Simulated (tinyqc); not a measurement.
Hall factor, magnetoresistance and optical conductivity for a power-law relaxation time: one step, computed by the program tinyqc.

One spherical parabolic band, tau(E) = tau_0 x^s with x = E/(k_B T). Landau quantisation is left out.

Problem. At the given field. <y> = int y x^(3/2) f (1 - f) dx / int x^(3/2) f (1 - f) dx, f = 1/(1 + exp(x - eta)). Integrals over x = E/(k_B T) use 160 Gauss-Legendre points in u = sqrt(x) from 0 to sqrt(max(eta, 0) + 45). With w_c = e B/m: sigma_xx = (n e^2/m) <tau/(1 + w_c^2 tau^2)>, sigma_xy = (n e^2/m) <w_c tau^2/(1 + w_c^2 tau^2)>; r_H = (n e/B) sigma_xy/(sigma_xx^2 + sigma_xy^2); MR = sigma_0 sigma_xx/(sigma_xx^2 + sigma_xy^2) - 1, sigma_0 = n e^2 <tau>/m.

Inputs (values chosen for the exercise, with a mass close to that of electrons in InAs):
```
quantity,value,unit
effective mass m,0.022,m_0
exponent s,1.5,-
tau_0,56,fs
reduced Fermi level eta,-8,-
temperature T,500,K
magnetic field B,18,T
```

density n = 5.909787e+13 1/cm^3

drift mobility mu = 20208.55 cm^2/(V s)

Constants: e = 1.602176634e-19 C; m_0 = 9.1093837015e-31 kg.

Give: mu B; sigma_xx; |sigma_xy|; Hall factor r_H; magnetoresistance MR.

Solution.

mu B = 36.38

sigma_xx = 3.709e-04 S/cm

|sigma_xy| = 0.005160 S/cm

Hall factor r_H = 1.014

magnetoresistance MR = 165.1 %

Caution: hbar w_c exceeds k_B T with mu B above 1, so Landau quantisation sets in.
